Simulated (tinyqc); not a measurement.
Inside a calculation. Method: plane-wave Kohn-Sham cycle with exchange-only LDA in a layered model solid. Computed by tinyqc, a small Python program that keeps every step. Settings: points = 16, plane-wave index or count = 2, electrons = 2, k points = 1, area = 37.0, mixing = 0.1, iteration cap = 61. Command: `OMP_NUM_THREADS=1 python tinyqc.py 30659 30660 out.jsonl` (the two numbers bound the seeds that draw the settings). One thread of a shared host (Intel(R) Xeon(R) Processor @ 2.60GHz), about 0.01 s of CPU time with the checks.

A solid whose potential varies along x alone (atomic units):
```
parameter                      value
period a                    9.700000
cross-section of the cell  37.000000
electrons per cell                 2
grid points                       16
plane waves -n..n, n               2
k points                           1
V1 in V1 cos(2 pi x/a)     -0.560000
```

Stop when sqrt(dV sum R^2) is below 1e-8, dV = a A/N.

Course of the cycle:
```
iteration  E (hartree)  norm of the residual
1            -0.923818              1.29e-01
2            -0.899443              1.15e-01
3            -0.879288              1.03e-01
4            -0.862889              9.19e-02
5            -0.849683              8.20e-02
6            -0.839124              7.32e-02
7            -0.830728              6.52e-02
8            -0.824082              5.82e-02
9            -0.818842              5.18e-02
10           -0.814726              4.62e-02
11           -0.811504              4.11e-02
...                ...                   ...
51           -0.800780              4.45e-04
52           -0.800780              3.99e-04
53           -0.800781              3.58e-04
54           -0.800781              3.21e-04
55           -0.800781              2.88e-04
56           -0.800782              2.59e-04
57           -0.800782              2.32e-04
58           -0.800782              2.08e-04
59           -0.800782              1.87e-04
60           -0.800782              1.68e-04
61           -0.800782              1.51e-04
```

Can the last value be used, and what does the course show?

Not by the stop rule, although the second column moves by less than 1e-06 over the last three steps. Not converged within 61 iterations: the residual falls steadily but slowly, by a factor of about 0.90 a step. Reruns (cap 100 unless said): mixing 0.5, Kerker q0 1.0: converged in 99 (E = -0.80078); mixing 0.3, Pulay depth 5: converged in 8 (E = -0.80078); the original settings with a cap of 400: converged in 156 (E = -0.80078).
